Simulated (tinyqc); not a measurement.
Finite square well with mass mismatch (envelope functions): one step. Levels with energy-dependent masses. Two cases, with inputs chosen for the exercise.

Question. Solve the same condition with the energy-dependent masses, and list the shift from the parabolic levels that exist in both.

A square well of width L and depth V0, mass mw inside and mb outside, energies from the bottom of the well, c = hbar^2/2m0. k = sqrt(mw E/c), kappa = sqrt(mb (V0 - E)/c). psi and psi'/m are continuous at the walls (BenDaniel-Duke), so level n solves k L + 2 atan[(k/mw)/(kappa/mb)] = n pi.

Non-parabolic bands: mw is replaced by mw (1 + alpha_w E) and mb by mb (1 - alpha_b (V0 - E)), in k, kappa and the matching condition alike.

Constants: hbar^2/2m0 = 3.80998211 eV angstrom^2.

Give: a table of n, E (eV), mass inside, mass outside, shift (meV).

Case 1.

Values chosen (near those of a GaAs well in AlGaAs; the results hold for these values, not for the real material): L = 80 angstrom (well width); V0 = 0.308 eV (barrier height); mw = 0.0686 m0 (mass in the well); mb = 0.0985 m0 (mass in the barrier); alpha_w = 0.56 1/eV (non-parabolicity in the well); alpha_b = 0.62 1/eV (non-parabolicity in the barrier).

Answer.

Levels:
```
n  E (eV)  mass inside  mass outside  shift (meV)
1  0.0448       0.0703        0.0824          1.4
2  0.1647       0.0749        0.0897         -5.5
3  0.3060       0.0804        0.0984            -
```

Level 1 moves by +1.4 meV and level 2 by -5.5 meV. The lighter mass deep in the barrier hardens the wall for low levels; the heavier mass in the well wins higher up. The heavier mass inside raises k at E = V0, which binds further levels (1 of them among the six at most that are listed).

Case 2.

Values chosen (near those of a non-polar GaN well in AlGaN; the results hold for these values, not for the real material): L = 20 angstrom (well width); V0 = 0.615 eV (barrier height); mw = 0.198 m0 (mass in the well); mb = 0.249 m0 (mass in the barrier); alpha_w = 0.17 1/eV (non-parabolicity in the well); alpha_b = 0.44 1/eV (non-parabolicity in the barrier).

Answer.

Levels:
```
n  E (eV)  mass inside  mass outside  shift (meV)
1  0.1844       0.2042        0.2018          9.0
2  0.5757       0.2174        0.2447        -14.6
```

Level 1 moves by +9.0 meV and level 2 by -14.6 meV. The lighter mass deep in the barrier hardens the wall for low levels; the heavier mass in the well wins higher up.

Computed by tinyqc, one run a case: `OMP_NUM_THREADS=1 python tinyqc.py N N+1 out.jsonl` with N = 1282625, 1282631; one thread of a shared Intel(R) Xeon(R) Processor @ 2.30GHz, about 0.01 s a run at most.
